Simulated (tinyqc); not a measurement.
Bandgap voltage reference from two bipolar transistors: one step of the calculation.

Two transistors of area 1 and N carry the same current I. Is(T) = Is (T/T0)^eta exp[(Vg0 q/kB)(1/T0 - 1/T)], VBE1 = Vt ln(I/Is(T)) + I rb, VBE2 = Vt ln(I/(N Is(T))) + I rb/N. The amplifier forces I R1(T) = VBE1 - VBE2 + Vos, with R(T) = R (1 + tc (T - T0)) for both resistors, and the output is Vref = VBE1 + I R2(T). Base currents and the Early effect are neglected.

Problem. Operating point at the reference temperature. Vt = kB T/q; I = (Vt ln N + Vos)/(R1(T) - rb (1 - 1/N)). Evaluate at T = T0.

Parameters, values chosen for the exercise; values of the order met in silicon bipolar transistors: reference temperature T0 = 300 K; band-gap voltage extrapolated to 0 K Vg0 = 1.189 V; temperature exponent of the saturation current eta = 3.8; saturation current of the unit transistor at T0 Is = 1.5e-16 A; area ratio of the second transistor N = 4; resistor across which the difference of VBE falls, at T0 R1 = 3.3 kohm; temperature coefficient of both resistors tc = 1700 ppm/K; offset of the amplifier Vos = 1.4 mV; series resistance of the unit transistor rb = 0 ohm; output resistor at T0 R2 = 59.57 kohm.

Constants: q = 1.602176634e-19 C, kB = 1.380649e-23 J/K. Results are converted to the units shown.

Find: Vt; I; Is(T); VBE1; I R2; Vref.

Solution.

Vt = 0.02585 V
I = 11.28 uA
Is(T) = 1.500e-16 A
VBE1 = 0.6474 V
I R2 = 0.6722 V
Vref = 1.320 V

Computed by the program tinyqc: `OMP_NUM_THREADS=1 python tinyqc.py 2062038 2062039 out.jsonl`, one thread of a shared Intel Xeon 2.30GHz, about 0.02 s for the whole run.
